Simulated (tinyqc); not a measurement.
MOS inversion layer, Poisson-Schroedinger loop: one step of the calculation.

Electrons confined at an insulator interface at z = 0, treated as a hard wall; parabolic valleys, Hartree approximation, no image or exchange terms. The depletion charge lies far deeper than the electrons and gives a uniform field q Nd/(eps0 eps_r); the gate balances all charge. Energies are counted from the band edge at the interface.

Question. Levels and probability densities. Tridiagonal Hamiltonian with psi = 0 one step beyond both ends: H_ii = C (1/m_(i-1/2) + 1/m_(i+1/2))/hz^2 + V0_i + U_i, H_(i,i+1) = -C/(m_(i+1/2) hz^2), C = hbar^2/(2 m0). The lowest 2 level(s) are kept, normalised to hz sum |psi|^2 = 1. The mass is the same on all intervals.

Inputs (values chosen for the exercise): mass along z of valley set A (1 valley(s)) mz1 = 0.0411 m0; mesh step hz = 2.7 nm.

Constants: q = 1.602176634e-19 C, hbar = 1.054571817e-34 J s, m0 = 9.1093837015e-31 kg, hbar^2/(2 m0) = 0.0380998212 eV nm^2. Results are converted to the units shown.

```
node  fixed potential V0 (eV)  self-consistent potential U at the start (eV)
1                  0.00743474                                              0
2                  0.01486947                                              0
3                  0.02230421                                              0
4                  0.02973895                                              0
5                  0.03717369                                              0
6                  0.04460842                                              0
7                  0.05204316                                              0
8                  0.05947790                                              0
9                  0.06691264                                              0
10                 0.07434737                                              0
11                 0.08178211                                              0
12                 0.08921685                                              0
13                 0.09665159                                              0
14                 0.10408632                                              0
15                 0.11152106                                              0
16                 0.11895580                                              0
17                 0.12639054                                              0
```

Wanted: levels; |psi|^2 of A1; |psi|^2 of A2.

Answer.

levels (eV): A1 0.04452, A2 0.07749

```
node  |psi|^2 of A1 (1/nm)  |psi|^2 of A2 (1/nm)
1                  0.02038               0.01943
2                  0.05946               0.04079
3                  0.08300               0.02726
4                  0.07952               0.00320
5                  0.05910               0.00536
6                  0.03616               0.03231
7                  0.01886               0.05752
8                  0.00858               0.06347
9                  0.00346               0.05213
10                 0.00125               0.03450
11                 0.00041               0.01920
12                 0.00012               0.00923
13                 0.00003               0.00389
14                 0.00001               0.00146
15                 0.00000               0.00048
16                 0.00000               0.00013
17                 0.00000               0.00002
```

tinyqc, about 0.5 s, one thread, Intel Xeon 2.30GHz (shared host): `OMP_NUM_THREADS=1 python tinyqc.py 2160162 2160163 out.jsonl`
